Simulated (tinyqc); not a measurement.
## CMOS inverter, nodal equation and switching: effect of the temperature

An n-channel pull-down (bn, VTn) and a p-channel pull-up (bp, VTp) share the input Vin and the output node Vout, which carries the load C. Transistor (EKV form, voltages against the body): I = 2 n b Vt^2 [F(vp - Vs) - F(vp - Vd)] from drain to source, F(v) = ln^2(1 + exp(v/(2 Vt))), vp = (Vg - VT + sg |Vd - Vs|)/n. n-channel bodies are at 0; for the p-channel device all voltages are counted down from Vdd. b in uA/V^2 gives I in uA. Static: In = Ip. Transient: C dVout/dt = Ip - In. No velocity saturation, no gate capacitance beyond C.

VM solves In = Ip with Vin = Vout; VIL and VIH are the inputs of gain -1, NML = VIL - Vout(VIH), NMH = Vout(VIL) - VIH. For a step input the delay to Vdd/2 is tHL = C times the integral of dV/(In - Ip) from Vdd/2 to Vdd at Vin = Vdd, and tLH likewise with Ip - In from 0 to Vdd/2 at Vin = 0. Thresholds, gain factors and n are held fixed.

Inputs (values chosen for the exercise):
```
symbol,value,unit,meaning
Vdd,0.4,V,supply voltage
n,1.44,,slope factor
sg,0.091,,drain-induced barrier lowering
VTn,0.44,V,n-channel threshold
VTp,0.31,V,p-channel threshold (magnitude)
bn,300,uA/V^2,gain factor of the pull-down transistor
bp,390,uA/V^2,gain factor of the pull-up transistor
C,2.6,fF,load capacitance
```

Constants: q = 1.602176634e-19 C, kB = 1.380649e-23 J/K, Vt = kB T/q. Results are converted to the units shown.

Effect of the temperature:
```
T (K),VM (V),gain at VM,NML (V),NMH (V),tHL (ps),tLH (ps)
220,0.2629,-10.92,0.2287,0.09132,4977,253.5
250,0.2634,-10.82,0.2260,0.08752,3685,242.7
280,0.2639,-10.64,0.2232,0.08363,2838,231.2
310,0.2644,-10.38,0.2203,0.07965,2254,219.6
340,0.2648,-10.02,0.2175,0.07560,1834,208.1
370,0.2652,-9.577,0.2145,0.07148,1522,197.0
400,0.2655,-9.071,0.2115,0.06730,1286,186.4
430,0.2658,-8.525,0.2085,0.06307,1101,176.3
```

As T goes from 220 to 430 K, VM rises from 0.263 to 0.266 V, the size of the gain falls from 10.9 to 8.52, tHL falls from 4980 to 1100 ps and tLH falls from 253 to 176 ps. The smaller margin is largest, 0.0913 V, at T = 220 K among the rows. In every row the supply is below a threshold, where mismatch, left out here, dominates margins and delay.

Numbers from tinyqc (`OMP_NUM_THREADS=1 python tinyqc.py 2340133 2340134 out.jsonl`; about 0.04 s on one thread of a shared Intel Xeon 2.30GHz).
